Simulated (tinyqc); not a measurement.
Configuration-coordinate model of carrier capture at a defect: one step. Optical transitions. Two cases, with inputs chosen for the exercise.

Task: Vertical ionisation from the trapped minimum costs ET + ER; vertical capture from the free minimum releases ET - ER (none if negative); the band has a standard deviation sqrt(S hw^2 coth(hw/2kT)) with S = ER/hw, and a full width 2.35482 times that.

Two parabolas of equal curvature k in one coordinate Q: with the carrier free at the band edge, U_f = k Q^2/2; with the carrier trapped, U_t = k (Q - dQ)^2/2 - ET. ER = k dQ^2/2, Huang-Rhys factor S = ER/hw, hw = 0.0646541 sqrt(k/M) eV for k in eV/angstrom^2 and M in u. The curves cross at a height Eb = (ER - ET)^2/(4 ER) above the free minimum.

Constants: kB = 8.617333262e-05 eV/K.

Case 1.

Values chosen (of the size met at a vacancy centre in SiC; not measured data): ET = 0.99 eV (thermal depth of the level below the band edge); ER = 0.36 eV (relaxation energy); hw = 0.041 eV (phonon energy of the mode); T = 200 K (temperature).

Case 2.

Values chosen (of the size met at a DX centre in AlGaAs; not measured data): ET = 0.06 eV (thermal depth of the level below the band edge); ER = 0.94 eV (relaxation energy); hw = 0.012 eV (phonon energy of the mode); T = 400 K (temperature).

Give: energies; coth(hw/2kT); standard deviation; full width.

Result:

Case 1.

energies (eV): ionisation peak 1.350, zero-phonon 0.990, emission peak 0.630

coth(hw/2kT) = 1.2042
standard deviation = 0.1333 eV
full width = 0.3139 eV

Radiative capture would peak at 0.630 eV. The optical peak exceeds the thermal depth by a factor 1.36.

Case 2.

energies (eV): ionisation peak 1.000, zero-phonon 0.060, emission peak -0.880

coth(hw/2kT) = 5.8028
standard deviation = 0.2558 eV
full width = 0.6025 eV

Vertical capture would need energy: there is no luminescence peak (at most a tail of the broadened line), and a carrier freed by light must cross the barrier Eb to return or tunnel through it; where tunnelling is slow this gives persistent photoconductivity at low temperature. The optical peak exceeds the thermal depth by a factor 16.67.

Computed by tinyqc, one run a case: `OMP_NUM_THREADS=1 python tinyqc.py N N+1 out.jsonl` with N = 1481132, 1481218; one thread of a shared Intel(R) Xeon(R) Processor @ 2.30GHz, about 0.01 s a run at most.
